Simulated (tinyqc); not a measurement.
Four-point probe, van der Pauw, Hall and spreading-resistance readings of a semiconductor layer. From one set of inputs to another, one input at a time. Computed by tinyqc, a small Python program. Command: `OMP_NUM_THREADS=1 python tinyqc.py 3114236 3114237 out.jsonl probe ladder`. One thread of a shared host (Intel(R) Xeon(R) Processor @ 2.30GHz), about 0.01 s of CPU time with the checks.

The layer is uniform and ohmic; contacts are points unless a radius is given.

The inputs printed are set A. Set A is modelled on p-type silicon; the values taken over come from a set modelled on n-type silicon. Inputs not listed in the table keep their values of set A, so the rows need not describe a real material.

Inputs (values chosen for the exercise, modelled on p-type silicon): carrier density n = 1.4e+19 1/cm^3; drift mobility mu = 57.3 cm^2/(V s); layer thickness t = 1300 micrometre; probe spacing s = 0.5 mm; current I = 0.03 mA; side ratio a/b of the van der Pauw rectangle = 2.4; magnetic field B = 0.24 T; Hall factor r_H = 0.89.

Backing of the layer: insulating.

Constants: e = 1.602176634e-19 C.

Method:
- rho = 1/(e n mu); R_s = rho/t.
- Collinear probes with equal spacing on a layer with insulating backing: images at depth 2 m t give V = (rho I/(2 pi s)) G, G = 1 + 4 sum_(m>=1) [1/sqrt(1 + (2 m u)^2) - 1/sqrt(4 + (2 m u)^2)], u = t/s; the sum runs to m = 20000, with the tail 3/(32 u^3 M^2) added to the sum for M = 20000.
- Limits: thick, rho = 2 pi s V/I; thin on an insulator, rho = (pi/ln 2) t V/I.
- Thin rectangle with point contacts at the corners; for R_B current and voltage contacts lie along the two sides of length a, for R_A along those of length b: exp(-pi R_A/R_s) = (theta_4/theta_3)^4, exp(-pi R_B/R_s) = (theta_2/theta_3)^4 with q = exp(-pi a/b), theta_2 = 2 sum_(m>=0) q^((m + 1/2)^2), theta_3 = 1 + 2 sum_(m>=1) q^(m^2), theta_4 = 1 + 2 sum_(m>=1) (-1)^m q^(m^2).
- V_H = r_H I B/(e n t); apparent density n/r_H; Hall mobility r_H mu; Hall angle tan = r_H mu B (SI).

Each row keeps all changes above it:
```
input moved                                      from       to  rho by the thin formula (ohm cm)  Hall voltage (mV)   R_B (ohm)
set A                                               -        -                        1.5261e-02         2.1976e-06  9.0901e-02
layer thickness t (micrometre)                   1300      870                        1.1088e-02         3.2837e-06  1.3583e-01
side ratio a/b of the van der Pauw rectangle      2.4      2.1                        1.1088e-02         3.2837e-06  1.0919e-01
probe spacing s (mm)                              0.5        1                        8.1687e-03         3.2837e-06  1.0919e-01
magnetic field B (T)                             0.24     0.87                        8.1687e-03         1.1903e-05  1.0919e-01
drift mobility mu (cm^2/(V s))                   57.3     1150                        4.0701e-04         1.1903e-05  5.4404e-03
current I (mA)                                   0.03        1                        4.0701e-04         3.9678e-04  5.4404e-03
carrier density n (1/cm^3)                    1.4e+19  8.8e+15                        6.4752e-01         6.3124e-01  8.6552e+00
```

Which inputs carry the difference?

rho by the thin formula goes from 0.0153 to 0.648, a factor 42.4 in all. The largest single move comes from carrier density n (a factor 1590), and drift mobility mu works against it (a factor 0.0498). Hall voltage goes from 2.20e-6 to 0.631, a factor 287000 in all. The largest single move comes from carrier density n (a factor 1590). R_B goes from 0.0909 to 8.66, a factor 95.2 in all. The largest single move comes from carrier density n (a factor 1590), and drift mobility mu works against it (a factor 0.0498). The single moves hold for this order of the switches; the total does not depend on the order.

Extremes, crossings and ranges named in words are read from the listed rows.
